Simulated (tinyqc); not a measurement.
Electron continuity equation in a given potential, Scharfetter-Gummel discretisation: one step of the calculation.

Steady state in one dimension: J = q mu n E + q D dn/dx with E = -dpsi/dx and D = mu Vt, dJ/dx = q (n/tau - G), fixed densities nL and nR at the ends. The potential is given, psi = 0 for x < L/2 and U (2 x/L - 1) beyond, and is not changed by the electrons.

Task. Bernoulli factors. d_i = (psi_(i+1) - psi_i)/Vt; B(d) = d/(exp(d) - 1), B(0) = 1. The flux on interval i is J_i = (q D/h) [n_(i+1) B(d_i) - n_i B(-d_i)].

Values chosen for this exercise:
```
symbol  value  unit      meaning
T         300     K  temperature
```

Constants: q = 1.602176634e-19 C, kB = 1.380649e-23 J/K, Vt = kB T/q. Results are converted to the units shown.

| node | psi (V) |
|---|---|
| 0 | 0.00000000 |
| 1 | 0.00000000 |
| 2 | 0.00000000 |
| 3 | 0.00000000 |
| 4 | 0.00000000 |
| 5 | 0.02666667 |
| 6 | 0.08000000 |
| 7 | 0.13333333 |
| 8 | 0.18666667 |
| 9 | 0.24000000 |

Wanted: d_i; B(d_i); B(-d_i).

Result.

| interval | d_i | B(d_i) | B(-d_i) |
|---|---|---|---|
| 0 | 0.000 | 1.000 | 1.000 |
| 1 | 0.000 | 1.000 | 1.000 |
| 2 | 0.000 | 1.000 | 1.000 |
| 3 | 0.000 | 1.000 | 1.000 |
| 4 | 1.032 | 0.5714 | 1.603 |
| 5 | 2.063 | 0.3003 | 2.363 |
| 6 | 2.063 | 0.3003 | 2.363 |
| 7 | 2.063 | 0.3003 | 2.363 |
| 8 | 2.063 | 0.3003 | 2.363 |

The largest |d_i| is 2.06, above 2, where central differences lose the sign pattern that keeps densities positive.

Computed by the program tinyqc: `OMP_NUM_THREADS=1 python tinyqc.py 2220052 2220053 out.jsonl`, one thread of a shared Intel Xeon 2.30GHz, about 0.01 s for the whole run.
